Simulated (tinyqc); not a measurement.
Programming of a floating-gate cell by Fowler-Nordheim tunnelling: effect of the coupling ratio.

Per tunnel area the floating gate has Ctun = 3.9 eps0/tox to the channel (0 V) and Ccg to the control gate, Ct = Ctun/(1 - ag), no other coupling. With the threshold shift U = -Q/Ccg the field is F = ag (Vg - U)/tox, and dU/dt = J/Ccg. Fowler-Nordheim: J = A F^2 exp(-B/F), A = q^2/(16 pi^2 hbar mo phi) (times 1e14 for A/cm^2 with F in V/nm, emitter mass m0), B = (4/3) sqrt(mo/C) phi^1.5, C = hbar^2/(2 m0).

After 0.0001 s. Exact: exp(B/F(t)) = exp(B/F(0)) + K t, K = A B ag/(Ccg tox), and U = Vg - tox F/ag.

Inputs (values chosen for the exercise); oxide values close to those of silicon dioxide: tunnel barrier phi = 3.16 eV; tunnelling mass mo = 0.48 m0; tunnel oxide thickness tox = 9.1 nm; threshold shift at the start Vt0 = -0.9 V; control-gate voltage Vg = 20.5 V.

Constants: q = 1.602176634e-19 C, hbar = 1.054571817e-34 J s, m0 = 9.1093837015e-31 kg, eps0 = 8.8541878128e-14 F/cm where lengths are in cm, hbar^2/(2 m0) = 0.0380998212 eV nm^2. Results are converted to the units shown.

Effect of the coupling ratio:
```
ag,F(0) (V/nm),F (V/nm),J (A/cm^2),U (V)
0.42,0.98769,0.98445,1.8428e-4,-0.82969
0.47,1.1053,1.0650,0.0016612,-0.11948
0.52,1.2229,1.0886,0.0029873,1.4489
0.57,1.3404,1.0962,0.0035863,2.9990
0.63,1.4815,1.1035,0.0042658,4.5604
0.68,1.5991,1.1103,0.0050004,5.6420
0.73,1.7167,1.1182,0.0060141,6.5605
0.78,1.8343,1.1279,0.0075108,7.3407
```

What does the comparison show?

The starting field rises from 0.988 to 1.83 V/nm and U rises from -0.830 to 7.34 V. Between the last two rows 0.01 of coupling is worth 156 mV. In 6 of the 8 rows the starting field exceeds 12 MV/cm, where the oxide would wear out or break down quickly.

Range of the model: Programming fields of 10 MV/cm and more wear the oxide; trapping and the channel potential are ignored.

Numbers from tinyqc (`OMP_NUM_THREADS=1 python tinyqc.py 2130173 2130174 out.jsonl`; about 0.02 s on one thread of a shared Intel Xeon 2.30GHz).
